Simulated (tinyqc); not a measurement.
Inside a calculation. Model: small-signal admittance of a forward-biased p+-n diode.

Numbers from tinyqc (`OMP_NUM_THREADS=1 python tinyqc.py 2890113 2890114 out.jsonl`; about 0.01 s on one thread of a shared Intel Xeon 2.30GHz). Printed values are rounded.

Holes injected into a neutral base of width wb with an ohmic contact at its end; low injection, p0 far above the equilibrium density. A small voltage v exp(i w t), w = 2 pi f, modulates the edge density by p0 v/Vt, and the small-signal density obeys Dp d2p/dx2 = (1/tau + i w) p.

Parameters, values chosen for the exercise; permittivity close to that of silicon: temperature T = 300 K; relative permittivity eps_r = 11.7; donor density of the base Nd = 2.4e15 cm^-3; hole diffusion coefficient Dp = 7.9 cm^2/s; hole lifetime tau = 3e-7 s; width of the neutral base wb = 18 um; excess hole density at the junction edge p0 = 9.4e13 cm^-3; acceptor density of the p+ side Na = 3e19 cm^-3; signal frequency f = 2.9e5 Hz.

Constants: q = 1.602176634e-19 C, kB = 1.380649e-23 J/K, Vt = kB T/q, eps0 = 8.8541878128e-14 F/cm where lengths are in cm. Results are converted to the units shown.

## Closed-form admittance

L = sqrt(Dp tau); direct current J = (q Dp p0/L) coth(wb/L); k = sqrt(1 + i w tau)/L; diffusion admittance Y = (q Dp p0/Vt) k coth(k wb) = G + i w C_diff; junction capacitance C_j = sqrt(q eps0 eps_r Nd/(2 Vr)) in the depletion approximation, with the remaining barrier Vr = Vt ln(Na/p0), a rough value under forward bias; base-width modulation is left out.

L = 15.3948 um
J = 0.0937889 A/cm^2
k wb = 1.20936+0.30897i
Y = 3.64991+0.53861i S/cm^2
C_diff = 0.295595 uF/cm^2
C_j = 0.0246558 uF/cm^2

G is 1.01 times its low-frequency value J/Vt, and C_diff is 12.0 times C_j.

## The same by finite differences

8 equal intervals, h = wb/8; u = small-signal density over its edge value, u_0 = 1, u_8 = 0; u_(i-1) + b u_i + u_(i+1) = 0 with b = -2 - h^2 (1/tau + i w)/Dp; Y = (q Dp p0/(Vt h)) (-b/2 - u_1), which includes the half box at the edge.

b = -2.02136-0.01168i

```
node,u
1,0.831724-0.020846i
2,0.681457-0.032425i
3,0.546125-0.036740i
4,0.422888-0.035463i
5,0.309098-0.030006i
6,0.202261-0.021580i
7,0.099997-0.011254i
```

Y on the mesh = 3.66047+0.54581i S/cm^2

Against the closed form the real part is 0.29 % above it and the imaginary part 1.3 % above it; |k h| = 0.16.
